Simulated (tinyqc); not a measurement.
# MOSFET in the linear regime without short-channel effects, parameter extraction from computed curves: extraction methods against the source plus drain resistance

Inversion charge Q = Cox n Vt W0(exp((Vg - VT)/(n Vt))), W0 the Lambert function and n = nf; u = Q/Cox; mobility mu = mu0/(1 + th1 u + th2 u^2); channel resistance Rch = (L - dL)/(W mu Q); Id = Vd/(Rch + Rsd/W). Cox = eps0 eox/tox. Small Vd, no channel-length or drain effects.

From the continuous curve Id(Vg): tangent at peak gm (V_ext = Vg - Id/gm); constant current Id = 0.1 uA W/L; peak of d2Id/dVg2; Y = Id/sqrt(gm) drawn through Vg = VT + 0.6 and VT + 0.8 V, with intercept VT_Y and slope s. Mobilities gm,max L/(W Cox Vd) and s^2 L/(W Cox Vd) with the drawn L. Last column: share of Rsd/W in the total resistance at VT + 0.8 V.

Inputs (values chosen for the exercise); channel values of the order met in silicon transistors:
- T = 300 K (temperature)
- eox = 25.7 (relative permittivity of the gate insulator (close to zirconium oxide))
- tox = 7.5 nm (insulator thickness)
- mu0 = 100 cm^2/(V s) (low-field mobility)
- th1 = 0.35 1/V (first mobility attenuation factor)
- th2 = 0 1/V^2 (second mobility attenuation factor)
- VT = 0.59 V (threshold voltage)
- nf = 1.15 (body factor)
- W = 0.5 um (gate width)
- L = 0.25 um (drawn gate length)
- dL = 0.016 um (drawn less effective length)
- Vd = 0.01 V (drain voltage)

Constants: q = 1.602176634e-19 C, kB = 1.380649e-23 J/K, Vt = kB T/q, eps0 = 8.8541878128e-14 F/cm where lengths are in cm. Results are converted to the units shown.

Extraction methods against the source plus drain resistance:
```
Rsd (ohm um),V_ext (V),constant current (V),second derivative (V),VT_Y (V),mobility from gm (cm^2/(V s)),mobility from Y (cm^2/(V s)),series share (%)
0,0.601,0.623,0.583,0.634,81.2,97.1,0
50,0.598,0.623,0.582,0.634,79.4,97.1,3.54
100,0.596,0.623,0.582,0.634,77.7,97.1,6.84
200,0.592,0.623,0.581,0.634,74.9,97.1,12.8
400,0.586,0.624,0.580,0.634,70.2,97.1,22.7
800,0.578,0.625,0.578,0.634,63.5,97.1,37.0
1500,0.570,0.626,0.574,0.634,55.7,97.1,52.4
```

What does the comparison show?

The model has VT = 0.59 V and mu0 = 100 cm^2/(V s). Over the table the extracted thresholds move by 31 mV (tangent), 3.9 mV (constant current), 8.5 mV (second derivative), under 0.5 mV (Y function). The mobility from gm falls from 81.2 to 55.7 and that from Y stays near 97.1 cm^2/(V s). Y cancels the series resistance, which multiplies Id and sqrt(gm) by the same factor.

Program tinyqc, `OMP_NUM_THREADS=1 python tinyqc.py 2210110 2210111 out.jsonl`; Intel Xeon 2.30GHz, shared host, one thread, about 0.01 s.
